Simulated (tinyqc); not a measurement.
# Joule-heated wire on a substrate, fin equation: what changes with what

A wire of length L loses heat along itself to two contacts and sideways to the substrate: kap A theta'' - g theta + p = 0 with theta = T - T0 and p(x) = p0 exp(-((x/L - x0)/sg)^2/2). The ends are held at T0. Constant conductivity, diffusive heat flow.

Inputs (values chosen for the exercise): conductivity along the wire kap = 200 W/(m K); cross-section A = 1500 nm^2; conductance per length to the substrate g = 0.25 W/(m K); length between the contacts L = 5500 nm; thermal resistance of each contact Rc = 0 K/uW; peak heating per length p0 = 0.033 uW/nm; place of the hot spot as a share of L x0 = 0.71; width of the hot spot as a share of L sg = 0.1.

Each table varies one quantity; the others keep the values above.

## Effect of the conductivity along the wire

The equation is solved on 800 equal steps and the peak is the largest node value. LH = sqrt(kap A/g); the share is the integral of g theta over that of p.

Effect of the conductivity along the wire:
```
kap (W/(m K))  LH (nm)   L/LH  peak theta (K)  peak/(p0/g)  share to the substrate (%)
20               346.4  15.88           104.0       0.7878                       96.79
43               507.9  10.83           89.20       0.6758                       92.39
93               747.0  7.363           71.54       0.5420                       84.01
200               1095  5.021           52.99       0.4014                       70.70
430               1606  3.424           35.71       0.2705                       53.04
930               2362  2.328           21.60       0.1636                       34.49
2000              3464  1.588           11.88      0.09001                       19.75
```

As kap goes from 20 to 2000 W/(m K), the peak theta falls from 104 to 11.9 K and the share of heat to the substrate falls from 96.8 to 19.8 %; L/LH goes from 16 to 1.6. Where L/LH is smallest the peak reaches 0.090 of p0/g, where it is largest 0.79.

## Effect of the conductance per length to the substrate

Same model as above.

Effect of the conductance per length to the substrate:
```
g (W/(m K))  LH (nm)   L/LH  peak theta (K)  peak/(p0/g)  share to the substrate (%)
0.025           3464  1.588           118.8      0.09001                       19.75
0.054           2357  2.333           100.3       0.1641                       34.59
0.12            1581  3.479           75.76       0.2755                       53.82
0.25            1095  5.021           52.99       0.4014                       70.70
0.54           745.4  7.379           33.17       0.5428                       84.07
1.2            500.0  11.00           18.72       0.6808                       92.64
2.5            346.4  15.88           10.40       0.7878                       96.79
```

What does the table show?

As g goes from 0.025 to 2.5 W/(m K), the peak theta falls from 119 to 10.4 K and the share of heat to the substrate rises from 19.8 to 96.8 %; L/LH goes from 1.6 to 16. Where L/LH is smallest the peak reaches 0.090 of p0/g, where it is largest 0.79.

## Effect of the length between the contacts

Same model as above.

The same in every row: LH (nm) = 1095.

Effect of the length between the contacts:
```
L (nm)    L/LH  peak theta (K)  peak/(p0/g)  share to the substrate (%)
550     0.5021           1.402      0.01062                       2.413
880     0.8033           3.478      0.02635                       5.949
1400     1.278           8.177      0.06195                       13.77
2300     2.100           18.54       0.1405                       30.02
3700     3.378           35.14       0.2662                       52.37
5900     5.386           56.36       0.4270                       73.52
9500     8.672           79.28       0.6006                       88.14
15000    13.69           98.67       0.7475                       95.46
```

What does the comparison show?

As L goes from 550 to 15000 nm, the peak theta rises from 1.40 to 98.7 K and the share of heat to the substrate rises from 2.41 to 95.5 %; L/LH goes from 0.50 to 14. Where L/LH is smallest the peak reaches 0.011 of p0/g, where it is largest 0.75.

tinyqc, about 0.01 s, one thread, Intel Xeon 2.30GHz (shared host): `OMP_NUM_THREADS=1 python tinyqc.py 2520140 2520141 out.jsonl`
